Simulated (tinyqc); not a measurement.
Memristor with linear dopant drift, Joglekar window: two steps of the calculation.

A film of thickness D has a doped share x: R = Ron x + Roff (1 - x), i = v/R, dx/dt = k i F with k = mv Ron/D^2 and F = 1 - (2 x - 1)^(2 p). The drive is v = V0 sin(2 pi f t). The model has no threshold and no heating.

Parameters, values chosen for the exercise:
- Ron = 50 ohm (resistance of the fully doped film)
- Roff = 40000 ohm (resistance of the undoped film)
- D = 8 nm (film thickness)
- mv = 6.3e-15 m^2/(V s) (dopant mobility)
- x0 = 0.11 (doped share at t = 0)
- V0 = 1.1 V (amplitude)
- p = 5 (window exponent)
- f = 0.14 Hz (frequency)

Problem 1. Rate constant, charge and flux scales. k = mv Ron/D^2; R0 = R(x0); without a window the film fills (x = 1) after the charge (1 - x0)/k and the flux (R0^2 - Ron^2)/(2 k (Roff - Ron)); half a period supplies the flux V0/(pi f).

Give: k; R0; charge to fill; flux to fill; flux of half a period.

Solution 1.

k = 4922 1/C
R0 = 3.561e4 ohm
charge to fill = 180.8 uC
flux to fill = 3.224 V s
flux of half a period = 2.501 V s

Half a period supplies 77.6 % of the flux to fill.

Problem 2. One Runge-Kutta step. Step h = 1/(16 f), from t = j h. With g(t, x) = dx/dt: k1 = g(t, x), k2 = g(t + h/2, x + h k1/2), k3 = g(t + h/2, x + h k2/2), k4 = g(t + h, x + h k3), x(new) = x + h (k1 + 2 k2 + 2 k3 + k4)/6.

x at step 2 = 0.15963424
j = 2

Find: k1..k4; x at step 3.

Solution 2.

k1..k4 (1/s): [0.1114, 0.1366, 0.1378, 0.1600]
x at step 3 = 0.2207

Program tinyqc, `OMP_NUM_THREADS=1 python tinyqc.py 2880066 2880067 out.jsonl`; Intel Xeon 2.30GHz, shared host, one thread, about 0.2 s.
